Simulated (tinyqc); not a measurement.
# The 3-omega method: a line heater on a substrate with a thin film, step by step

A worked calculation. Computed by tinyqc, a small Python program that keeps every step. Command: `OMP_NUM_THREADS=1 python tinyqc.py 3003582 3003583 out.jsonl threeomega walk`. One thread of a shared host (Intel(R) Xeon(R) Processor @ 2.30GHz), about 0.01 s of CPU time with the checks. Intermediate numbers are printed to about 6 digits and carried at full precision; extremes and crossings named in words are read from the listed rows.

A current at angular frequency omega = 2 pi f heats the line at 2 omega with the amplitude P per length; the temperature swing Delta T at 2 omega gives a voltage at 3 omega. The substrate is taken as semi-infinite and isotropic, and the heat capacity of heater and film is left out.

Inputs (values chosen for the exercise, modelled on a low-k dielectric on gallium nitride):

| quantity | value | unit |
|---|---|---|
| substrate conductivity kappa | 201 | W/(m K) |
| substrate heat capacity C | 2.97 | 1e6 J/(m^3 K) |
| heater half-width b | 2.9 | micrometre |
| power amplitude per length P | 17 | W/m |
| current frequency f | 2000 | Hz |
| film thickness t | 130 | nm |
| film conductivity kappa_f | 0.36 | W/(m K) |
| interface resistance R_i | 33 | m^2 K/GW |
| substrate thickness d_s | 725 | micrometre |
| temperature coefficient of resistance beta | 2 | 1e-3/K |
| voltage amplitude V_1 | 1.7 | V |

## Penetration depth

D = kappa/C; q = sqrt(2 i omega/D); penetration depth 1/|q| = sqrt(D/(2 omega)).

diffusivity D = 67.6768 mm^2/s

penetration depth = 51.8919 micrometre

|q| b = 0.0558854

penetration depth / d_s = 0.0715751

## Temperature swing of the bare substrate

Delta T_s = (P/(pi kappa)) int_0^infinity (sin x/x)^2 / sqrt(x^2 + (q b)^2) dx with (q b)^2 = i |q b|^2, averaged over the heater width (12 Gauss-Legendre points on each of the pieces 0, 14 log-spaced edges from 1e-5 to 1, and multiples of pi to 40 pi; the tail adds 1/(4 (40 pi)^2)). For |q| b much below 1: Delta T_s = (P/(pi kappa)) [-ln(|q| b) + eta - i pi/4], eta = 3/2 - C_E = 0.92278, with Euler's C_E = 0.5772157.

in-phase Delta T_s = 0.102508 K

out-of-phase Delta T_s = -0.0210898 K

in-phase, narrow-line form = 0.102497 K

out-of-phase, narrow-line form = -0.0211443 K

The narrow-line form misses the in-phase part by -0.01 % and the out-of-phase part by +0.3 % at |q| b = 0.056.

## The film adds a constant step

One-dimensional flow across the film: Delta T_f = P (t/kappa_f + R_i)/(2 b); total in-phase swing Delta T = Delta T_s + Delta T_f; third-harmonic amplitude V_3 = V_1 beta |Delta T|/2 with the out-of-phase part included; the apparent film conductivity is t/(t/kappa_f + R_i).

Delta T_f = 1.15515 K

total in-phase swing = 1.25766 K

V_3 = 2.13833 mV

apparent film conductivity = 0.329856 W/(m K)

film share of the in-phase swing = 0.918493

The interface lowers the apparent conductivity by 8 %. The film gives a large part of the signal.

## Conductivity from the slope

Take the in-phase swing at f and at 2f; in the narrow-line limit kappa = P ln 2/(2 pi [Delta T(f) - Delta T(2f)]), whatever the film and the heater width.

in-phase Delta T_s at 2f = 0.0931890 K

kappa from the slope = 201.236 W/(m K)

error of the slope method = 0.117577 %

## The window of frequencies

The slope value uses each f and 2f: kappa = P ln 2/(2 pi [Delta T(f) - Delta T(2f)]).

Bare substrate:

| f (Hz) | penetration depth (micrometre) | \|q\| b | in-phase (K) | out-of-phase (K) | narrow-line form (K) | kappa from the slope (W/(m K)) |
|---|---|---|---|---|---|---|
| 6.4 | 917.328 | 0.00316135 | 0.179825 | -0.0211440 | 0.179825 | 201.001 |
| 64 | 290.085 | 0.00999708 | 0.148830 | -0.0211418 | 0.148830 | 201.008 |
| 640 | 91.7328 | 0.0316135 | 0.117839 | -0.0211243 | 0.117835 | 201.076 |
| 3200 | 41.0242 | 0.0706900 | 0.0961883 | -0.0210623 | 0.0961708 | 201.378 |
| 13000 | 20.3537 | 0.142480 | 0.0773723 | -0.0208750 | 0.0773013 | 202.519 |
| 64000 | 9.17328 | 0.316135 | 0.0561868 | -0.0201732 | 0.0558456 | 208.264 |
| 260000 | 4.55122 | 0.637191 | 0.0382769 | -0.0184358 | 0.0369762 | 228.925 |
| 1.30e+06 | 2.03537 | 1.42480 | 0.0205853 | -0.0140260 | 0.0153118 | 326.314 |
| 6.40e+06 | 0.917328 | 3.16135 | 0.00946559 | -0.00811232 | -0.00614397 | 675.239 |
| 3.80e+07 | 0.376464 | 7.70327 | 0.00388180 | -0.00365496 | -0.0301217 | 1649.50 |

The slope gives kappa within 1 % up to |q| b = 0.14 (f = 13000 Hz) among these rows. The penetration depth stays under d_s/5 = 145 micrometre from f = 640 Hz up, so a usable window lies between the two. At high f the flow turns one-dimensional: in-phase and out-of-phase parts become equal in size (ratio 0.94 in the last row) and fall as f^(-1/2) (exponent -0.50).

Checks made by the program: narrow-line limit at |q| b = 0.002 (relative difference 7e-07).
